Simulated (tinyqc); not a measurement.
Six-band Luttinger-Kohn model with strain: one step. Band edges at k = 0. Five cases, with inputs chosen for the exercise.

Task: Diagonalise H at k = 0. The weights add +m and -m (m along z) and are averaged over each pair.

Six-band Luttinger-Kohn model in the basis |3/2,3/2>, |3/2,1/2>, |3/2,-1/2>, |3/2,-3/2>, |1/2,1/2>, |1/2,-1/2>, electron energies, zero at the top of the unstrained valence band. H = -[rows: (P+Q, -S, R, 0, -S/r2, r2 R); (-S*, P-Q, 0, R, -r2 Q, r32 S); (R*, 0, P-Q, S, r32 S*, r2 Q); (0, R*, S*, P+Q, -r2 R*, -S*/r2); (-S*/r2, -r2 Q, r32 S, -r2 R, P+Dso, 0); (r2 R*, r32 S*, r2 Q, -S/r2, 0, P+Dso)], r2 = sqrt(2), r32 = sqrt(3/2). Levels are twofold.

P = c g1 k^2 - av tr(e); Q = c g2 (kx^2 + ky^2 - 2 kz^2) - (b/2)(exx + eyy - 2 ezz); R = c sqrt3 [-g2 (kx^2 - ky^2) + 2i g3 kx ky] + (sqrt3/2) b (exx - eyy) - i d exy; S = 2 c sqrt3 g3 (kx - i ky) kz - d (exz - i eyz); c = hbar^2/2m0, e the strain tensor (not engineering shear).

Constants: hbar^2/2m0 = 3.80998211 eV angstrom^2.

Case 1.

Values chosen (near those of InP; shifted at random, so the results belong to these values and not to a real crystal):
- Dso = 0.109 eV (spin-orbit splitting)
- g1 = 5.08 (Luttinger gamma1)
- g2 = 1.6 (gamma2)
- g3 = 2.1 (gamma3)
- av = 0.6 eV (valence hydrostatic potential)
- b = -1.98 eV (tetragonal shear potential)
- d = -4.96 eV (trigonal shear potential)

strain tensor, rows x, y, z and columns alike:
$$\begin{pmatrix}
-0.01429075 & 0.00000000 & 0.00000000 \\
0.00000000 & -0.01429075 & 0.00000000 \\
0.00000000 & 0.00000000 & 0.01568737
\end{pmatrix}$$

Case 2.

Values chosen (near those of Si; shifted at random, so the results belong to these values and not to a real crystal):
- Dso = 0.044 eV (spin-orbit splitting)
- g1 = 4.29 (Luttinger gamma1)
- g2 = 0.34 (gamma2)
- g3 = 1.44 (gamma3)
- av = 2.44 eV (valence hydrostatic potential)
- b = -2.08 eV (tetragonal shear potential)
- d = -4.82 eV (trigonal shear potential)

strain tensor, rows x, y, z and columns alike:
$$\begin{pmatrix}
0.00207388 & 0.00000000 & 0.00000000 \\
0.00000000 & -0.00057838 & 0.00000000 \\
0.00000000 & 0.00000000 & -0.00057838
\end{pmatrix}$$

Case 3.

Values chosen (near those of Ge; shifted at random, so the results belong to these values and not to a real crystal):
- Dso = 0.296 eV (spin-orbit splitting)
- g1 = 13.33 (Luttinger gamma1)
- g2 = 4.24 (gamma2)
- g3 = 5.72 (gamma3)
- av = 1.17 eV (valence hydrostatic potential)
- b = -2.65 eV (tetragonal shear potential)
- d = -5 eV (trigonal shear potential)

strain tensor, rows x, y, z and columns alike:
$$\begin{pmatrix}
0.00266222 & 0.00000000 & 0.00000000 \\
0.00000000 & -0.00070204 & 0.00000000 \\
0.00000000 & 0.00000000 & -0.00070204
\end{pmatrix}$$

Case 4.

Values chosen (near those of Si; shifted at random, so the results belong to these values and not to a real crystal):
- Dso = 0.043 eV (spin-orbit splitting)
- g1 = 4.26 (Luttinger gamma1)
- g2 = 0.34 (gamma2)
- g3 = 1.44 (gamma3)
- av = 2.46 eV (valence hydrostatic potential)
- b = -2.16 eV (tetragonal shear potential)
- d = -4.83 eV (trigonal shear potential)

strain tensor, rows x, y, z and columns alike:
$$\begin{pmatrix}
-0.01200837 & 0.00000000 & 0.00000000 \\
0.00000000 & 0.00339949 & 0.00000000 \\
0.00000000 & 0.00000000 & 0.00339949
\end{pmatrix}$$

Case 5.

Values chosen (near those of InSb; shifted at random, so the results belong to these values and not to a real crystal):
- Dso = 0.809 eV (spin-orbit splitting)
- g1 = 34.83 (Luttinger gamma1)
- g2 = 15.51 (gamma2)
- g3 = 16.46 (gamma3)
- av = 0.36 eV (valence hydrostatic potential)
- b = -1.98 eV (tetragonal shear potential)
- d = -4.67 eV (trigonal shear potential)

strain tensor, rows x, y, z and columns alike:
$$\begin{pmatrix}
0.00567970 & 0.01311828 & 0.01311828 \\
0.01311828 & 0.00567970 & 0.01311828 \\
0.01311828 & 0.01311828 & 0.00567970
\end{pmatrix}$$

Give: edges from the top; weights at k = 0.

Result:

Case 1.

edges from the top (eV): [0.0516, -0.0044, -0.1795]

weights at k = 0, rows |3/2,+-3/2>, |3/2,+-1/2>, |1/2,+-1/2>; columns top, second, third:
$$\begin{pmatrix}
1.000 & 0.000 & 0.000 \\
0.000 & 0.642 & 0.358 \\
0.000 & 0.358 & 0.642
\end{pmatrix}$$

The stress splits the top two pairs by 56.0 meV, 2.17 times kT at 300 K (25.85 meV); the third lies 231.1 meV below the top, against Dso = 109 meV without stress.

Case 2.

edges from the top (eV): [0.0078, -0.0018, -0.0433]

weights at k = 0, rows |3/2,+-3/2>, |3/2,+-1/2>, |1/2,+-1/2>; columns top, second, third:
$$\begin{pmatrix}
0.250 & 0.723 & 0.027 \\
0.750 & 0.241 & 0.009 \\
0.000 & 0.037 & 0.963
\end{pmatrix}$$

The stress splits the top two pairs by 9.5 meV, 0.37 times kT at 300 K (25.85 meV); the third lies 51.0 meV below the top, against Dso = 44 meV without stress.

Case 3.

edges from the top (eV): [0.0104, -0.0069, -0.2951]

weights at k = 0, rows |3/2,+-3/2>, |3/2,+-1/2>, |1/2,+-1/2>; columns top, second, third:
$$\begin{pmatrix}
0.250 & 0.749 & 0.001 \\
0.750 & 0.250 & 0.000 \\
0.000 & 0.002 & 0.998
\end{pmatrix}$$

The stress splits the top two pairs by 17.3 meV, 0.67 times kT at 300 K (25.85 meV); the third lies 305.5 meV below the top, against Dso = 296 meV without stress.

Case 4.

edges from the top (eV): [0.0429, -0.0461, -0.0783]

weights at k = 0, rows |3/2,+-3/2>, |3/2,+-1/2>, |1/2,+-1/2>; columns top, second, third:
$$\begin{pmatrix}
0.611 & 0.250 & 0.139 \\
0.204 & 0.750 & 0.046 \\
0.185 & 0.000 & 0.815
\end{pmatrix}$$

The stress splits the top two pairs by 89.0 meV, 3.44 times kT at 300 K (25.85 meV); the third lies 121.2 meV below the top, against Dso = 43 meV without stress.

Case 5.

edges from the top (eV): [0.1122, -0.0693, -0.8336]

weights at k = 0, rows |3/2,+-3/2>, |3/2,+-1/2>, |1/2,+-1/2>; columns top, second, third:
$$\begin{pmatrix}
0.500 & 0.480 & 0.020 \\
0.500 & 0.480 & 0.020 \\
0.000 & 0.040 & 0.960
\end{pmatrix}$$

The stress splits the top two pairs by 181.5 meV, 7.02 times kT at 300 K (25.85 meV); the third lies 945.8 meV below the top, against Dso = 809 meV without stress.

Computed by tinyqc, one run a case: `OMP_NUM_THREADS=1 python tinyqc.py N N+1 out.jsonl` with N = 1080517, 1080542, 1080556, 1080568, 1080705; one thread of a shared Intel(R) Xeon(R) Processor @ 2.30GHz, about 0.2 s a run at most.
